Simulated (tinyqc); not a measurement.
Rutherford backscattering from a thin compound film on silicon: kinematics, yields, composition and thickness. Changing the tilt of the sample. Computed by tinyqc, a small Python program. Command: `OMP_NUM_THREADS=1 python tinyqc.py 3020903 3020904 out.jsonl rbs sweep`. One thread of a shared host (Intel(R) Xeon(R) Processor @ 2.30GHz), about 0.01 s of CPU time with the checks.

Singly charged helium ions (Z1 = 2, M1 = 4.0026 u) enter at the tilt angle a1 to the normal and leave at a2 = |180 - theta - tilt| in the same plane. The film is A B_x.

Inputs (values chosen for the exercise, modelled on a helium beam on TiN):
```
quantity                                value           unit
beam energy E0                            1.8            MeV
scattering angle theta                    150        degrees
heavy element: Z_A                         22              -
heavy element: mass M_A                  47.9              u
heavy element: stopping eps_A at 2 MeV   78.9  1e-15 eV cm^2
light element: Z_B                          7              -
light element: mass M_B                    14              u
light element: stopping eps_B at 2 MeV   33.9  1e-15 eV cm^2
atoms of B per atom of A, x              1.11              -
atomic density of the film                104         1/nm^3
film thickness d                           43             nm
collected charge                          8.6   microcoulomb
detector solid angle                      4.3            msr
detector resolution (FWHM)                 12            keV
```

Constants: e^2/(4 pi eps_0) = 14.39964548 eV angstrom; e = 1.602176634e-19 C.

Method:
- Kinematic factor K = [(sqrt(M^2 - M1^2 sin^2 theta) + M1 cos theta)/(M + M1)]^2.
- Surface edges lie at K E0; substrate silicon has M = 28.09 u. Mass resolution at M_A = resolution/(E0 dK/dM).
- Stopping per atom eps(E) = eps(2 MeV) (E/2 MeV)^(-0.4) (a law chosen for the exercise); Bragg rule eps_film = (eps_A + x eps_B)/(1 + x); areal density N d, with 1/nm^2 = 0.1 x 1e15/cm^2.
- Width of the signal of element i: [K_i eps(E0)/cos a1 + eps(K_i E0)/cos a2] N d; depth resolution = resolution x d/width of A; energy lost on the way in = eps(E0) N d/cos a1.
- Rutherford cross section in the laboratory frame: sigma = (Z1 Z e^2/(4 pi eps_0 4E))^2 (4/sin^4 theta) (r + cos theta)^2/r, r = sqrt(1 - (M1 sin theta/M)^2), times the screening factor 1 - 0.049 Z1 Z^(4/3)/E (E in keV); 1 angstrom^2 = 1e8 barn.
- Counts = (charge/e) x solid angle x sigma(E_mean) x areal density of the element/cos a1, E_mean = E0 - half the energy lost on the way in; 1 barn = 1e-24 cm^2. The ratio of areas returns x = (Y_B/Y_A)(sigma_A/sigma_B), with the counting error sqrt(1/Y_A + 1/Y_B).

One run for each value; columns: (1) tilt of the sample (degrees); (2) depth resolution (nm); (3) counting error of x without background (%); (4) energy lost on the way in (keV):
```
(1)    (2)    (3)    (4)
0     9.82  1.604   25.8
15   10.38  1.576   26.7
30   10.13  1.491   29.7
45    9.07  1.345   36.4
55    7.93  1.208   44.9
65    6.43  1.032   61.0
70    5.54  0.925   75.3
75    4.52  0.799   99.5
80    3.35  0.645  148.3
```

Over the rows, depth resolution (nm) goes from 9.82 through a maximum among these rows, 10.4 at 15.0, to 3.35; counting error of x without background (%) falls from 1.60 to 0.645; energy lost on the way in (keV) rises from 25.8 to 148. Tilting lengthens the inward path at once but shortens the outward one up to 180 - theta, so only large tilts clearly sharpen the depth scale, until roughness and straggling (left out) take over.

Extremes, crossings and ranges named in words are read from the listed rows.
